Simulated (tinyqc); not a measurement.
Coherent potential approximation for a binary alloy with a semi-elliptic band: sweeps and comparisons. A value that a table varies takes the place of the one given here.

Site levels eA = -x d (share 1 - x) and eB = (1 - x) d (share x), so that their mean, the virtual crystal, is 0. Pure band: G0(z) = 2 (z - sqrt(z - W) sqrt(z + W))/W^2 with principal roots, density -Im G/pi per site. The medium has a self-energy S(z), G = G0(z - S), z = E + i eta. t_i = (e_i - S)/(1 - (e_i - S) G); the CPA demands <t> = (1 - x) tA + x tB = 0. Iteration: start at S = 0, set S(new) = S + <t>/(1 + <t> G), stop when |<t>| < 1e-9 eV.

Parameters, chosen for this exercise:
```
symbol  value  unit  meaning
W       3.8    eV    half width of the pure band
x       0.31         fraction of B
d       6.53   eV    eB - eA
eta     0.076  eV    broadening
E1      -5.8   eV    first energy
dE      1.01   eV    step
E       0.16   eV    energy
```

## Virtual crystal, CPA and unmixed bands

Fifteen energies E1 + j dE. Virtual crystal: G0(z). Unmixed: (1 - x) G0(z - eA) + x G0(z - eB), the limit of large separate grains.

Densities (1/eV) and self-energy (eV):
```
E (eV)  virtual crystal     CPA  unmixed      Re S     Im S
-5.80            0.0011  0.0035   0.0169   -1.2565  -0.0200
-4.79            0.0021  0.0749   0.0771   -1.5118  -0.2377
-3.78            0.0237  0.1177   0.1004   -1.5963  -0.4217
-2.77            0.1114  0.1351   0.1112   -1.7052  -0.5697
-1.76            0.1452  0.1365   0.1133   -1.8621  -0.7062
-0.75            0.1609  0.1223   0.1071   -2.1127  -0.8252
0.26             0.1638  0.0843   0.0914   -2.5911  -0.8398
1.27             0.1546  0.0051   0.0818   -4.8663  -0.3480
2.28             0.1307  0.0035   0.0437  -25.2038  -9.1490
3.29             0.0807  0.0582   0.0492    5.6929  -3.7537
4.30             0.0038  0.0894   0.0514    3.7964  -2.4261
5.31             0.0014  0.0906   0.0501    3.2572  -1.5895
6.32             0.0008  0.0654   0.0449    2.9848  -0.8658
7.33             0.0006  0.0032   0.0340    2.2858  -0.0645
8.34             0.0004  0.0010   0.0051    1.7343  -0.0289
```

d/W = 1.72. CPA and virtual crystal differ by at most 0.150 1/eV, at 1.27 eV, against a peak of 0.168 for the pure band. |Im S| is largest at 2.28 eV (Im S = -9.149 eV); where the density is near zero this is no damping of states. The CPA density has a dip at 2.28 eV (0.0035): the band is parting, or has parted, into an A-like and a B-like subband (in a true gap only the tail of eta remains), which no virtual crystal can show.

## Bowing of the band edge from disorder

For eta = 0 the CPA reads G = (1 - x)/(y - eA) + x/(y - eB) with y = E - W^2 G/4; the lower edge is the maximum of E(y) = y + W^2 G(y)/4 for y < eA. The virtual crystal puts it at -W. Second order: -W - 2 x (1 - x) d^2/W, from S = x (1 - x) d^2 G0(-W), G0(-W) = -2/W.

Lower edge (eV):
```
x        edge  edge + W  second order  (edge + W)/(x (1 - x))
0.05  -4.0518   -0.2518       -1.0660                 -5.3013
0.10  -4.3013   -0.5013       -2.0198                 -5.5701
0.25  -5.0337   -1.2337       -4.2080                 -6.5798
0.40  -5.7357   -1.9357       -5.3862                 -8.0656
0.50  -6.1810   -2.3810       -5.6106                 -9.5239
0.60  -6.6011   -2.8011       -5.3862                -11.6712
0.75  -7.1589   -3.3589       -4.2080                -17.9141
0.90  -7.5337   -3.7337       -2.0198                -41.4851
0.95  -7.5458   -3.7458       -1.0660                -78.8582
```

second-order coefficient = -22.4426 eV

Disorder pushes the edge below the virtual crystal, most at x = 0.95 (-3746 meV). The coefficient runs from -5.301 at x = 0.05 to -78.858 eV at 0.95, against -22.443 in second order, which is only a guide at d/W = 1.72: it depends strongly on x and is largest in size where the low-lying A atoms are dilute and act as attractive impurities. For d above W/2 they bind a level, and the ratio then measures that level rather than bowing.

## When the band splits

x as given, d varied, eta as given. The density is taken at E = (eA + eB)/2 and at E = eA + eB = (1 - 2x) d, where S has its pole for well split bands; a gap shows as a density of the size of the broadening tail.

Between the two levels:
```
d/W  d (eV)  density at the midpoint (1/eV)  density at (1 - 2x) d (1/eV)  Im S at the midpoint (eV)
0.2    0.76                          0.1613                        0.1609                     -0.064
0.4    1.52                          0.1528                        0.1508                     -0.257
0.6    2.28                          0.1390                        0.1322                     -0.567
0.8    3.04                          0.1218                        0.1012                     -0.907
1.0    3.80                          0.1029                        0.0444                     -1.123
1.2    4.56                          0.0810                        0.0191                     -1.126
1.5    5.70                          0.0257                        0.0071                     -0.558
2.0    7.60                          0.0027                        0.0028                     -0.351
```

The midpoint density falls from 0.161 to 0.0027 1/eV; it first drops below a tenth of the pure peak (0.017) at d/W = 2. At (1 - 2x) d the density drops below that mark at d/W = 1.5, so the bands have parted by then (this mark lags the true splitting), and is least, 0.0028, at d/W = 2. For x = 1/2 the two coincide and the band splits at d = W exactly; here x = 0.31. The size of Im Sigma at the midpoint is largest at d/W = 1.2. It is a lifetime only where the density there is finite; for well separated bands, d/W above 1/(2 sqrt(x (1 - x))), S has a pole in the gap at (1 - 2x) d.

## What each parameter does

Converged values at E. Each row changes one parameter from the base and keeps the others.

Results:
```
case            Re S (eV)  Im S (eV)  density (1/eV)
base              -2.5242    -0.8524          0.0899
W = 4.18 eV       -2.4255    -0.9877          0.0902
x = 0.36          -3.4330    -0.8996          0.0552
d = 7.183 eV      -2.8613    -0.7737          0.0790
eta = 0.152 eV    -2.5297    -0.9022          0.0872
E = 0.54 eV       -2.8224    -0.7598          0.0648
```

The largest shifts from the base row, up to three for each result and ties (the steps differ in size, so this ranks the rows, not the parameters). Re S (eV): x -0.9088, d -0.3371, E -0.2982. Im S (eV): W -0.1354, E +0.0926, d +0.0786. density (1/eV): x -0.0347, E -0.0251, d -0.0109.

(tinyqc, `OMP_NUM_THREADS=1 python tinyqc.py 1482584 1482585 out.jsonl`, Intel(R) Xeon(R) Processor @ 2.30GHz, 1 thread, shared host, about 0.01 s.)
